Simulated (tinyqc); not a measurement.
Long-channel MOSFET, surface-potential model: one step of the calculation.

n-channel transistor on a uniformly doped p-type body, gradual-channel approximation, constant mobility, Boltzmann statistics, full ionisation. Potentials are counted from the neutral body; V is the electron quasi-Fermi potential, Vsb at the source and Vsb + Vds at the drain. Charges are magnitudes per area.

Problem. Charges and current of the charge-sheet model. psi_0 and psi_L solve Vgs + Vsb - Vfb - psi = gamma sqrt(G) at V = Vsb and Vsb + Vds. Qi = Cox gamma [sqrt(G) - sqrt(psi - Vt)], G = psi - Vt + Vt exp((psi - 2 phiF - V)/Vt), at both ends. With U = Vgs + Vsb - Vfb: drift = mu (W/L) Cox [U (psi_L - psi_0) - (psi_L^2 - psi_0^2)/2 - (2/3) gamma ((psi_L - Vt)^1.5 - (psi_0 - Vt)^1.5)]; diffusion = mu (W/L) Vt (Qi0 - QiL).

Inputs (values chosen for the exercise); material values those of a made-up semiconductor:
- T = 293 K (temperature)
- Vfb = -1.58 V (flat-band voltage)
- mu = 110 cm^2/(V s) (channel mobility)
- W = 1 um (gate width)
- L = 0.5 um (gate length)
- Vsb = 2 V (source-body reverse bias)
- Vgs = 2.7 V (gate-source voltage)
- Vds = 0.2 V (drain-source voltage)

Constants: q = 1.602176634e-19 C, kB = 1.380649e-23 J/K, Vt = kB T/q. Results are converted to the units shown.

psi_0 = 5.2034669 V
psi_L = 5.3305084 V
phiF = 1.5480941 V
Cox = 0.56344832 uF/cm^2
gamma = 0.40846138 V^0.5

Wanted: Qi0; QiL; drift current; diffusion current; drain current.

Solution.

Qi0 = 82.86 nC/cm^2
QiL = 4.889 nC/cm^2
drift current = 1.226 uA
diffusion current = 0.4331 uA
drain current = 1.659 uA

Drift carries 73.9 % of the current.

Numbers from tinyqc (`OMP_NUM_THREADS=1 python tinyqc.py 2360106 2360107 out.jsonl`; about 0.06 s on one thread of a shared Intel Xeon 2.30GHz).
